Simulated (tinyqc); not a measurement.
Undoped symmetric double-gate MOSFET, analytic potential model: two steps of the calculation.

An undoped body of thickness ts between two equal insulators and tied gates; long channel, electrons only, n = ni exp((psi - V)/Vt) with V the quasi-Fermi potential (0 at the source, Vd at the drain), constant mobility, no quantisation. Across the body psi(x) = V - 2 Vt ln[(ts/(2 beta)) sqrt(q ni/(2 eps0 eps_r Vt)) cos(2 beta x/ts)], x from the centre. Q is the electron charge per area of the whole body.

Parameters, values chosen for the exercise; material values close to those of gallium arsenide:
```
symbol,value,unit,meaning
T,350,K,temperature
eps_r,13,,relative permittivity of the semiconductor
Nc,5.48e17,cm^-3,conduction-band density of states at T
ts,12,nm,body thickness
Vg,0.81,V,gate voltage
```

Constants: q = 1.602176634e-19 C, kB = 1.380649e-23 J/K, Vt = kB T/q, eps0 = 8.8541878128e-14 F/cm where lengths are in cm. Results are converted to the units shown.

Problem 1. beta at the source by Newton steps. With V = 0: f = ln(beta) - ln(cos beta) + 2 r beta tan(beta) - (Vg - V0)/(2 Vt); f' = 1/beta + tan(beta) + 2 r [tan(beta) + beta/cos^2(beta)]; beta(new) = beta - f/f'.

beta after iteration 1 = 1.3870242
r = 0.40229885
V0 = 0.64296482 V

Find: f; f'; beta after iteration 2.

Solution 1.

f = 5.2620
f' = 43.849
beta after iteration 2 = 1.2670

Problem 2. Potential and electron density across the body at the source. psi(x) as above with V = 0 and beta = beta_s; n = ni exp(psi/Vt).

x/ts, point 0 to 6: 0  0.1  0.2  0.3  0.4  0.45  0.5
beta_s = 1.1160433
ni = 1.2655982e8 cm^-3

Find: psi; n.

Solution 2.

```
point	psi (V)	n (cm^-3)
0	0.6996	1.499e18
1	0.7011	1.577e18
2	0.7058	1.843e18
3	0.7143	2.439e18
4	0.7277	3.811e18
5	0.7371	5.208e18
6	0.7492	7.772e18
```

The density at the surface is 5.18 times that at the centre (1/cos^2 beta). It reaches 14 Nc, where Boltzmann statistics overestimate it.

tinyqc, about 0.03 s, one thread, Intel Xeon 2.30GHz (shared host): `OMP_NUM_THREADS=1 python tinyqc.py 2440106 2440107 out.jsonl`
